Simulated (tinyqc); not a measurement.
Kane-Mele model of a buckled honeycomb layer in a normal field: one step. Levels and curvature at distance q. Five cases, with inputs chosen for the exercise.

Task: E = sqrt(m^2 + (hbar v q)^2); curvature of the filled band Omega = tau (hbar v)^2 m/(2 E^3).

Sublattices A and B lie at +/-b, so the field gives them the energies +/-D, D = e b Ez (in eV for b in angstrom and Ez in V/angstrom); 2 lam is the gap at zero field. Near the valleys tau = +/-1, for spin sz = +/-1: H = hbar v (tau qx sx + qy sy) + m sz_AB with m = D - tau sz lam, hbar v = (sqrt3/2) a t. On the lattice the spin-orbit term is the second-neighbour hopping i (lam/3 sqrt3) nu sz, nu = +/-1 by the sense of the turn. The filled band of one cone contributes tau sign(m)/2 to the Chern number, in the sense Omega = curl of i<u|grad u>. Rashba terms are left out.

Give: At q.

Case 1.

Values chosen (out of a larger set: of the size used for silicene; not measured data): q = 0.029 1/angstrom (distance from K along x).

Flavours:
```
tau  sz   m (meV)  gap (meV)  mass (m0)  share of C
1     1   4.26000    8.52000  0.0011758       0.500
1    -1  15.06000   30.12000  0.0041566       0.500
-1    1  15.06000   30.12000  0.0041566      -0.500
-1   -1   4.26000    8.52000  0.0011758      -0.500
```

hbar v = 5.254349 eV angstrom

Result:

At q:
```
tau  sz  E (meV)  Omega (angstrom^2)
1     1  152.436               16.60
1    -1  153.119               57.91
-1    1  153.119              -57.91
-1   -1  152.436              -16.60
```

In each valley the two spins differ by 0.683 meV, with opposite order in the other valley.

Case 2.

Values chosen: q = 0.041 1/angstrom (distance from K along x).

Flavours:
```
tau  sz     m (meV)  gap (meV)  mass (m0)  share of C
1     1  -122.33000  244.66000  0.1216168      -0.500
1    -1   157.67000  315.34000  0.1567508       0.500
-1    1   157.67000  315.34000  0.1567508      -0.500
-1   -1  -122.33000  244.66000  0.1216168       0.500
```

hbar v = 2.768510 eV angstrom

Result:

At q:
```
tau  sz  E (meV)  Omega (angstrom^2)
1     1  166.880              -100.9
1    -1  194.278               82.40
-1    1  194.278              -82.40
-1   -1  166.880               100.9
```

In each valley the two spins differ by 27.399 meV, with opposite order in the other valley.

Case 3.

Values chosen (out of a larger set: of the size used for silicene; not measured data): q = 0.013 1/angstrom (distance from K along x).

Flavours:
```
tau  sz  m (meV)  gap (meV)  mass (m0)  share of C
1     1  1.20000    2.40000  0.0003803       0.500
1    -1  9.80000   19.60000  0.0031058       0.500
-1    1  9.80000   19.60000  0.0031058      -0.500
-1   -1  1.20000    2.40000  0.0003803      -0.500
```

hbar v = 4.903436 eV angstrom

Result:

At q:
```
tau  sz  E (meV)  Omega (angstrom^2)
1     1   63.756               55.67
1    -1   64.494               439.2
-1    1   64.494              -439.2
-1   -1   63.756              -55.67
```

In each valley the two spins differ by 0.738 meV, with opposite order in the other valley.

Case 4.

Values chosen (out of a larger set: of the size used for germanene; not measured data): q = 0.037 1/angstrom (distance from K along x).

Flavours:
```
tau  sz    m (meV)  gap (meV)  mass (m0)  share of C
1     1  -20.48000   40.96000  0.0089141      -0.500
1    -1   61.52000  123.04000  0.0267770       0.500
-1    1   61.52000  123.04000  0.0267770      -0.500
-1   -1  -20.48000   40.96000  0.0089141       0.500
```

hbar v = 4.184115 eV angstrom

Result:

At q:
```
tau  sz  E (meV)  Omega (angstrom^2)
1     1  156.161              -47.07
1    -1  166.588               116.5
-1    1  166.588              -116.5
-1   -1  156.161               47.07
```

In each valley the two spins differ by 10.427 meV, with opposite order in the other valley.

Case 5.

Values chosen (out of a larger set: of the size used for stanene; not measured data): q = 0.044 1/angstrom (distance from K along x).

Flavours:
```
tau  sz    m (meV)  gap (meV)  mass (m0)  share of C
1     1  -57.20000  114.40000  0.0155895      -0.500
1    -1  140.80000  281.60000  0.0383740       0.500
-1    1  140.80000  281.60000  0.0383740      -0.500
-1   -1  -57.20000  114.40000  0.0155895       0.500
```

hbar v = 5.287605 eV angstrom

Result:

At q:
```
tau  sz  E (meV)  Omega (angstrom^2)
1     1  239.583              -58.15
1    -1  271.943               97.87
-1    1  271.943              -97.87
-1   -1  239.583               58.15
```

In each valley the two spins differ by 32.360 meV, with opposite order in the other valley.

Computed by tinyqc, one run a case: `OMP_NUM_THREADS=1 python tinyqc.py N N+1 out.jsonl` with N = 1480355, 1481307, 1481564, 1481799, 1482271; one thread of a shared Intel(R) Xeon(R) Processor @ 2.30GHz, about 0.06 s a run at most.
